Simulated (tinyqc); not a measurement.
From results to parameters: two-site tight-binding chain. Computed by the program tinyqc.

Problem. A two-site chain has site energies +delta (A) and -delta (B) and hoppings t1 > t2 > 0, so E = +/- sqrt(delta^2 + |t1 + t2 exp(-ika)|^2). Find delta, t1 and t2.

upper band at k = 0 = 3.025921 eV
upper band at the zone edge = 1.152476 eV
weight of the upper band on site A at the zone edge = 0.634493

Solution. The weight on A is (1 + delta/E)/2, which gives delta; then t1 + t2 = sqrt(E(0)^2 - delta^2) and t1 - t2 = sqrt(E(edge)^2 - delta^2).

delta, t1, t2 (eV): 0.310  2.060  0.950
